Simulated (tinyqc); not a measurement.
# Changing the source 2: carrier flow

Model: precursor delivery and alloy composition in metal-organic vapour-phase epitaxy. Computed by tinyqc, a small Python program. Command: `OMP_NUM_THREADS=1 python tinyqc.py 3022558 3022559 out.jsonl movpe sweep`. One thread of a shared host (Intel(R) Xeon(R) Processor @ 2.30GHz), about 0.01 s of CPU time with the checks.

Carrier gas leaves each bubbler saturated. Group-III species cross a boundary layer and react at the surface; element 2 can also desorb. The film is (1)_(1-x) (2)_x V with a zinc-blende cell.

Inputs (values chosen for the exercise, close to those used for AlGaAs from TMAl and TEGa): source 1: a in log10(p/torr) = a - b/T = 8.22; source 1: b = 2134 K; source 1: bath temperature = 21 C; source 1: carrier flow = 5.9 sccm; source 2: a = 8.08; source 2: b = 2162 K; source 2: bath temperature = 16 C; bubbler pressure p_b = 400 torr; group-V hydride flow = 30 sccm; total flow = 21 slm; reactor pressure p = 760 torr; diffusivity D0 at 273.15 K and 760 torr = 0.38 cm^2/s; boundary layer delta = 1.2 cm; prefactor of the surface rate k_s = 3.7e+13 cm/s; energy of k_s = 1.92 eV; prefactor of the loss of element 2 = 2.8e+18 layers/s; energy of the loss = 3.63 eV; lattice constant a = 5.655 angstrom; growth temperature T = 620 C.

Constants: k_B = 1.380649e-23 J/K; k_B = 8.617333262e-05 eV/K.

Method:
- Temperatures in kelvin are T(C) + 273.15.
- Vapour pressure p_v = 10^(a - b/T); precursor flow = carrier flow x p_v/(p_b - p_v); 1 sccm = 44.615 micromol/min; V/III = hydride flow over the sum of both; gas share x_g = F2/(F1 + F2).
- Partial pressure p_i = p F_i/(44615 x total flow in slm); density n_i = p_i/(k_B T), 1 torr = 133.322 Pa; D = D0 (T/273.15)^1.75 (760/p), h = D/delta, the same for both; k_s = prefactor x exp(-energy/(k_B T)); arrival J_i = n_i/(1/h + 1/k_s); in layers per second g_i = J_i a^2/2 (two group-III sites per a^2 on (001)).
- Loss of element 2 is r x with r = prefactor x exp(-energy/(k_B T)). Then x = (g2 - r x)/(g1 + g2 - r x), or r x^2 - (g1 + g2 + r) x + g2 = 0, smaller root; growth rate G = g1/(1 - x) layers/s; one layer is a/2 thick, 1 angstrom/s = 0.36 um/h.
- Distribution coefficient = [x/(1 - x)]/[x_g/(1 - x_g)], x_g = g2/(g1 + g2).

One run for each value:
```
source 2: carrier flow (sccm)  solid share x  gas share x_g  growth rate G (um/h)  distribution coefficient
1.2                                  0.07740        0.08017                0.2411                   0.96258
2.1                                  0.12825        0.13233                0.2551                   0.96457
3.6                                  0.20188        0.20727                0.2787                   0.96746
6.2                                  0.30433        0.31048                0.3197                   0.97152
11.0                                 0.43834        0.44410                0.3960                   0.97688
19.0                                 0.57549        0.57982                0.5239                   0.98243
32.0                                 0.69648        0.69916                0.7328                   0.98737
56.0                                 0.80132        0.80265                1.1195                   0.99170
96.0                                 0.87398        0.87456                1.7649                   0.99472
```

Over the rows, solid share x rises from 0.0774 to 0.874 (exponent d ln y / d ln x 0.90 between the first rows and 0.16 between the last); gas share x_g rises from 0.0802 to 0.875 (exponent d ln y / d ln x 0.90 between the first rows and 0.16 between the last); growth rate G (um/h) rises from 0.241 to 1.76 (exponent d ln y / d ln x 0.10 between the first rows and 0.84 between the last). At fixed r the share lost shrinks as growth gets faster, since atoms are buried sooner.

Caution (all rows): trimethylaluminium is largely a dimer in the vapour, which would double its metal flow; it is counted as a monomer here. Caution (all rows): the lattice constant is held fixed as x changes, delta does not respond to the flow, both precursors share one D and k_s, and gas-phase side reactions are left out.
